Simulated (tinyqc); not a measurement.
Free and nearly free electrons in a metal: sweeps and comparisons. A value that a table varies takes the place of the one given here.

The cubic cell holds 2 atoms: n = 2 z/a^3, kF = (3 pi^2 n)^(1/3), EF = c kF^2/m, vF = 2 c kF/(m hbar), c = hbar^2/2m0; rs = (3/(4 pi n))^(1/3)/a0; D(EF) = 3 n/(2 EF).

Square wire of width w with grain size w: rho/rho0 = 1/(1 - 3 al/2 + 3 al^2 - 3 al^3 ln(1 + 1/al)) + (3/4) (1 - p) l/w, with al = (l/w) Rg/(1 - Rg) (Mayadas-Shatzkes plus the thick-wire form of Fuchs-Sondheimer); l = hbar kF/(n e^2 rho), e = 1.602176634e-19 C.

Constants: hbar^2/2m0 = 3.80998211 eV angstrom^2; hbar = 6.58211957e-16 eV s; a0 (Bohr radius) = 0.5291772105 angstrom.

Parameters, chosen for this exercise (near those of W, whose d bands this model ignores; shifted at random, so the results belong to these values and not to a real crystal): a = 3.162 angstrom (bcc lattice constant); z = 2 (free electrons an atom); m = 1 m0 (mass); rho = 5.6 micro-ohm cm (bulk resistivity); p = 0.5 (specularity of the surfaces); Rg = 0.49 (reflection at grain boundaries); w = 30 nm (wire width).

## Resistivity of narrow wires

Wires:
```
w (nm)     al  grain term (factor - 1)  surface term  rho (micro-ohm cm)
200     0.043                    0.064         0.017                6.05
100     0.087                    0.126         0.034                6.50
50      0.173                    0.249         0.068                7.37
30      0.288                    0.410         0.113                8.53
20      0.433                    0.608         0.169                9.95
14      0.618                    0.861         0.241               11.77
10      0.865                    1.196         0.338               14.19
7       1.236                    1.695         0.482               17.80
```

l = 9.01 nm

What can be read from the table?

At 7 nm the resistivity is 3.18 times the bulk value; grain boundaries add more (1.70 from grains, 0.48 from surfaces). It passes twice the bulk value between 20 and 14 nm. The surface formula is meant for w above l = 9 nm, so the rows below that are rough.

## What sets the wire resistivity

All results formed anew. Each row changes one parameter from the base and keeps the others.

Results:
```
case                     EF (eV)  l (nm)  wire rho (micro-ohm cm)
base                       9.190    9.01                    8.526
a = 3.257 angstrom         8.662    9.55                    8.701
m = 1.2 m0                 7.658    9.01                    8.526
rho = 6.72 micro-ohm cm    9.190    7.50                    9.657
p = 0.8                    9.190    9.01                    8.148
Rg = 0.343                 9.190    9.01                    7.497
w = 21 nm                  9.190    9.01                    9.750
```

What can be read from the table?

The largest shifts from the base row, up to three for each result and ties (the steps differ in size, so this ranks the rows, not the parameters). EF (eV): m -1.532, a -0.528; unchanged at the printed digits by rho, p, Rg and w. l (nm): rho -1.50, a +0.55; unchanged at the printed digits by m, p, Rg and w. wire rho (micro-ohm cm): w +1.223, rho +1.131, Rg -1.029; unchanged at the printed digits by m. The mass drops out of l at given rho, because vF falls and tau rises by the same factor.

tinyqc: `OMP_NUM_THREADS=1 python tinyqc.py 1682612 1682613 out.jsonl`; about 0.01 s, one thread, shared Intel(R) Xeon(R) Processor @ 2.30GHz.
